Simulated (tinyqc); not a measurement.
Raman shift of the zone-centre optical phonon of a diamond-structure crystal under stress: one step, computed by the program tinyqc. Command: `OMP_NUM_THREADS=1 python tinyqc.py 3006169 3006170 out.jsonl ramanstress walk`. One thread of a shared host (Intel(R) Xeon(R) Processor @ 2.30GHz), about 0.01 s of CPU time with the checks.

Axes x, y, z are the cube axes. Strain shifts the threefold optical mode and can split it; p, q and r are the phonon deformation potentials.

Task: Secular matrix and shifts. Secular matrix: M_xx = p eps_xx + q (eps_yy + eps_zz), M_xy = 2 r eps_xy; its eigenvalues are omega^2 - omega_0^2, and the shifts are these over 2 omega_0.

Inputs (values chosen for the exercise, for a model crystal): unstrained frequency omega_0 = 343 1/cm; p/omega_0^2 = -2.09; q/omega_0^2 = -1.91; r/omega_0^2 = -1.44.

Stress state: hydrostatic. Axis: none.

strain (per mille), rows x, y, z:
$$\begin{pmatrix}
0.8669046 & 0.0000000 & 0.0000000 \\
0.0000000 & 0.8669046 & 0.0000000 \\
0.0000000 & 0.0000000 & 0.8669046
\end{pmatrix}$$

Give: M/(2 omega_0); shifts, in rising order.

Result:

M/(2 omega_0) (1/cm), rows x, y, z:
$$\begin{pmatrix}
-0.8787 & 0.0000 & 0.0000 \\
0.0000 & -0.8787 & 0.0000 \\
0.0000 & 0.0000 & -0.8787
\end{pmatrix}$$

shifts, in rising order (1/cm): [-0.8787, -0.8787, -0.8787]
